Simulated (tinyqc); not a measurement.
The mobility curve: inversion-layer mobility, back-scattering and ballistic limit of a field-effect transistor. Computed by tinyqc, a small Python program. Command: `OMP_NUM_THREADS=1 python tinyqc.py 3000060 3000061 out.jsonl mos walk`. One thread of a shared host (Intel(R) Xeon(R) Processor @ 2.30GHz), about 0.01 s of CPU time with the checks.

The charge at the top of the source barrier is fixed by the gate; series resistance and short-channel effects are left out. F_j are Fermi integrals normalised to exp(eta) in the classical limit.

Inputs (values chosen for the exercise, modelled on a silicon p-channel):
```
quantity                                       value        unit
weight w of the inversion charge               0.333           -
permittivity eps                                11.7           -
phonon mobility at 1 MV/cm and 300 K, mu_ph      110  cm^2/(V s)
roughness mobility at 1 MV/cm, mu_sr             170  cm^2/(V s)
Coulomb mobility at N_inv = 1e12/cm^2, mu_C      200  cm^2/(V s)
electrical oxide thickness t_inv                 5.7          nm
depletion charge N_dep                       3.3e+11      1/cm^2
temperature T                                    300           K
```

Statistics at the top of the barrier: Fermi-Dirac.

Constants: eps_0 = 8.8541878128e-12 F/m; e = 1.602176634e-19 C.

Method. N_inv = 3.9 eps_0 (V_G - V_T)/(e t_inv); effective field E_eff = e (N_dep + w N_inv)/(eps eps_0). mu_phonon = mu_ph (E_eff/1 MV/cm)^(-0.3) (T/300 K)^(-1.75); mu_rough = mu_sr (E_eff/1 MV/cm)^(-2); mu_Coulomb = mu_C (N_inv/1e12 cm^-2) (T/300 K); Matthiessen's rule adds 1/mu.

Mobilities (cm^2/(V s)):
```
V_G - V_T (V)  N_inv (1/cm^2)  E_eff (MV/cm)  phonon  roughness  Coulomb   total
0.03               1.1344e+11        0.05688  259.96      52545     22.7   20.86
0.06               2.2687e+11        0.06272  252.45      43213     45.4   38.43
0.12               4.5374e+11        0.07441  239.83      30707     90.7   65.70
0.20               7.5624e+11        0.08998  226.54      20995    151.2   90.31
0.35               1.3234e+12        0.11920  208.22      11965    264.7  115.42
0.50               1.8906e+12        0.14841  194.97       7719    378.1  126.53
0.75               2.8359e+12        0.19709  179.06       4376    567.2  131.99
1.00               3.7812e+12        0.24577  167.58       2814    756.2  130.81
1.50               5.6718e+12        0.34314  151.62       1444   1134.4  122.40
```

What follows from these numbers?

The lowest part is Coulomb from 0.0300 to 0.200, phonon from 0.350 to 1.50 V. The total peaks at 132 near E_eff = 0.20 MV/cm: screening lifts it at low density and the field presses it down at high density.

Extremes, crossings and ranges named in words are read from the listed rows.
